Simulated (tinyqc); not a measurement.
Comparisons within one model: band edges of strained Si(1-x)Ge(x) on relaxed Si(1-y)Ge(y). A value that a table varies takes the place of the one given here.

Values are linear in the Ge fraction but for ED(x) = linear - CD x (1 - x) and a(x) = linear - Ca x (1 - x). Energies are on the common scale of Ev.

Coherent growth on a (110) face: e_par = (a(y) - a(x))/a(x), e_perp = -(C11 + 3 C12 - 2 C44)/(C11 + C12 + 2 C44) e_par; exx = eyy = (e_par + e_perp)/2, ezz = e_par, exy = (e_perp - e_par)/2, eyz = ezx = 0.

A valley with unit axis u lies at Ev + gap + (av + a_valley) tr(e) + Xu (u.e.u - tr(e)/3); the Delta axes are x, y, z and the L axes [111], [1-1-1], [-11-1], [-1-11]. The second-order shift of the Delta valleys under shear is left out; it lowers the pair normal to the sheared plane by tens of meV at a shear of 1 %.

Valence edges: Ev plus the levels of the 6 x 6 matrix of X, Y, Z times spin with -Dso/3 + l exx + m (eyy + ezz) on the diagonal (cyclic), n exy off it, l = av + 2 b, m = av - b, n = sqrt(3) d. Spin-orbit term (Dso/3) L.sigma on X, Y, Z with (L_k)_ij = -i epsilon_kij: <X+|H|Y+> = -i Dso/3, <X+|H|Z-> = Dso/3, <Y+|H|Z-> = -i Dso/3, <Z+|H|X-> = -Dso/3, <Z+|H|Y-> = i Dso/3, <X-|H|Y-> = i Dso/3, and their conjugates; + and - are the spin along z.

Coherent growth: e_par = (a(y) - a(x))/a(x). (001): e_perp = -2 (C12/C11) e_par; exx = eyy = e_par, ezz = e_perp, no shear. (111): e_perp = -(2 C11 + 4 C12 - 4 C44)/(C11 + 2 C12 + 4 C44) e_par; exx = eyy = ezz = (2 e_par + e_perp)/3 and exy = eyz = ezx = (e_perp - e_par)/3. (110): e_perp = -(C11 + 3 C12 - 2 C44)/(C11 + C12 + 2 C44) e_par; exx = eyy = (e_par + e_perp)/2, ezz = e_par, exy = (e_perp - e_par)/2, eyz = ezx = 0.

Inputs chosen for the exercise (end members near Si and Ge, in this order; not measured data): a = (5.434, 5.665) angstrom (lattice constant); Dso = (0.044, 0.294) eV (spin-orbit splitting); av = (2.43, 1.23) eV (valence hydrostatic potential); b = (-2.07, -2.59) eV (tetragonal shear potential); d = (-4.82, -5.31) eV (trigonal shear potential); C11 = (165.7, 130) GPa; C12 = (63.8, 48.2) GPa; C44 = (80, 67.2) GPa; Ev = (0, 0.7) eV (top of the unstrained valence band); ED = (1.142, 0.927) eV (gap to the Delta valleys); EL = (1.997, 0.747) eV (gap to the L valleys); aD = (1.75, 1.42) eV (hydrostatic potential of the Delta gap); aL = (-3.39, -2.91) eV (hydrostatic potential of the L gap); XuD = (9.22, 9.16) eV (uniaxial potential, Delta); XuL = (16.32, 14.86) eV (uniaxial potential, L); CD = 0.222 eV (bowing of the Delta gap); Ca = 0.026 angstrom (bowing of the lattice constant); face = 110 (growth face); y = 0.46 (Ge fraction of the relaxed buffer); x = 0.62 (Ge fraction of the layer).

## Composition of the layer

The buffer is kept. dEc = Ec(buffer) - Ec(layer), dEv = Ev(layer) - Ev(buffer); buffer edges Ev(y) and Ev(y) + min(ED, EL). The digit behind Delta or L counts whole valleys.

Results:

| x | e_par (%) | lowest valleys | gap (eV) | next valleys above (meV) | valence splitting (meV) | dEc (eV) | dEv (eV) |
|---|---|---|---|---|---|---|---|
| 0.00 | 1.84 | Delta4 | 1.016 | 128 | 197 | 0.096 | -0.124 |
| 0.14 | 1.29 | Delta4 | 1.005 | 89 | 134 | 0.080 | -0.096 |
| 0.29 | 0.69 | Delta4 | 0.997 | 48 | 66 | 0.050 | -0.059 |
| 0.43 | 0.12 | Delta4 | 0.990 | 8 | 10 | 0.010 | -0.012 |
| 0.57 | -0.46 | Delta2 | 0.914 | 31 | 34 | -0.010 | 0.084 |
| 0.71 | -1.05 | Delta2 | 0.828 | 71 | 69 | -0.034 | 0.194 |
| 0.86 | -1.70 | Delta2 | 0.744 | 59 | 101 | -0.072 | 0.316 |
| 1.00 | -2.32 | L2 | 0.586 | 88 | 127 | -0.031 | 0.434 |

The gap is 1.016 eV in the first row and 0.586 eV in the last. The lowest valleys change: Delta4 to Delta2 between x = 0.43 and 0.57, Delta2 to L2 between x = 0.86 and 1.00. Per 0.1 of x the valence offset moves by +56 meV on average; the conduction offset lies between -72 and +96 meV, not monotonically. Electrons and holes sit on opposite sides in every row (type II). Offsets below about 30 meV are within the spread of parameter sets, so those rows do not settle the type. Strains above 2 % can be kept only in layers of a few nanometres.

## Composition of the buffer

The layer is kept. dEc = Ec(buffer) - Ec(layer), dEv = Ev(layer) - Ev(buffer); buffer edges Ev(y) and Ev(y) + min(ED, EL). The digit behind Delta or L counts whole valleys.

Results:

| y | e_par (%) | lowest valleys | gap (eV) | next valleys above (meV) | valence splitting (meV) | dEc (eV) | dEv (eV) |
|---|---|---|---|---|---|---|---|
| 0.07 | -2.20 | Delta2 | 0.712 | 149 | 100 | -0.021 | 0.421 |
| 0.20 | -1.71 | Delta2 | 0.767 | 115 | 89 | -0.026 | 0.322 |
| 0.34 | -1.16 | Delta2 | 0.828 | 78 | 71 | -0.024 | 0.215 |
| 0.47 | -0.63 | Delta2 | 0.887 | 43 | 45 | -0.016 | 0.115 |
| 0.60 | -0.08 | Delta2 | 0.947 | 6 | 7 | -0.003 | 0.015 |
| 0.73 | 0.47 | Delta4 | 0.934 | 32 | 43 | 0.049 | -0.042 |
| 0.87 | 1.09 | Delta4 | 0.896 | 74 | 107 | 0.099 | -0.086 |
| 1.00 | 1.69 | Delta4 | 0.856 | 57 | 172 | 0.011 | -0.120 |

The gap is 0.712 eV in the first row and 0.856 eV in the last, with its largest listed value, 0.947 eV, at y = 0.60: it peaks near the match y = x, since strain of either sign narrows it. The lowest valleys change: Delta2 to Delta4 between y = 0.60 and 0.73. Per 0.1 of y the valence offset moves by -58 meV on average; the conduction offset lies between -26 and +99 meV, not monotonically. Electrons and holes sit on opposite sides in every row (type II). Offsets below about 30 meV are within the spread of parameter sets, so those rows do not settle the type. Strains above 2 % can be kept only in layers of a few nanometres.

## The same layer on three faces

dEc = Ec(buffer) - Ec(layer), dEv = Ev(layer) - Ev(buffer); buffer edges Ev(y) and Ev(y) + min(ED, EL). The digit behind Delta or L counts whole valleys.

Results:

| face | e_par (%) | lowest valleys | gap (eV) | next valleys above (meV) | valence splitting (meV) | dEc (eV) | dEv (eV) | Delta spread (meV) | L spread (meV) |
|---|---|---|---|---|---|---|---|---|---|
| (001) | -0.67 | Delta4 | 0.879 | 108 | 47 | -0.018 | 0.126 | 108 | 0 |
| (111) | -0.67 | Delta6 | 0.912 | 283 | 47 | -0.046 | 0.122 | 0 | 128 |
| (110) | -0.67 | Delta2 | 0.882 | 45 | 47 | -0.017 | 0.123 | 45 | 101 |

On (001) only the Delta valleys split (108 meV), on (111) only the L valleys (128 meV), on (110) both (45 and 101 meV). The lowest valleys are Delta4 on (001), Delta6 on (111) and Delta2 on (110); the smallest gap is 0.879 eV on (001) and the largest 0.912 eV on (111).

## What each parameter does

dEc = Ec(buffer) - Ec(layer), dEv = Ev(layer) - Ev(buffer); buffer edges Ev(y) and Ev(y) + min(ED, EL). Each row changes one parameter from the base and keeps the others.

Results:

| case | gap (eV) | valence splitting (meV) | dEc (eV) | dEv (eV) |
|---|---|---|---|---|
| base | 0.8824 | 47.4 | -0.0172 | 0.1228 |
| x = 0.65 | 0.8637 | 55.0 | -0.0221 | 0.1463 |
| y = 0.49 | 0.8961 | 40.0 | -0.0147 | 0.0998 |
| CD = 0.272 eV | 0.8706 | 47.4 | -0.0179 | 0.1228 |
| XuD = (10.603, 10.534) eV | 0.8779 | 47.4 | -0.0127 | 0.1228 |
| aD = (2.012, 1.633) eV | 0.8800 | 47.4 | -0.0149 | 0.1228 |
| b = (-2.38, -2.978) eV | 0.8817 | 48.2 | -0.0172 | 0.1235 |
| Dso = (0.051, 0.338) eV | 0.8824 | 48.6 | -0.0172 | 0.1228 |
| d = (-5.543, -6.106) eV | 0.8786 | 52.7 | -0.0172 | 0.1265 |

The largest shifts from the base row, up to three for each result and ties (the steps differ in size, so this ranks the rows, not the parameters). gap (eV): x -0.0187, y +0.0137, CD -0.0118; unchanged at the printed digits by Dso. valence splitting (meV): x +7.6, y -7.4, d +5.2; unchanged at the printed digits by CD, XuD and aD. dEc (eV): x -0.0049, XuD +0.0045, y +0.0025; unchanged at the printed digits by b, Dso and d. dEv (eV): x +0.0236, y -0.0230, d +0.0038; unchanged at the printed digits by CD, XuD, aD and Dso. The lowest valleys of the layer are Delta2, so among the conduction-band potentials only those of that family reach the gap and dEc; the buffer is unstrained. A shift large enough to swap the lowest family would change that.

(tinyqc, `OMP_NUM_THREADS=1 python tinyqc.py 1080824 1080825 out.jsonl`, Intel(R) Xeon(R) Processor @ 2.30GHz, 1 thread, shared host, about 0.02 s.)
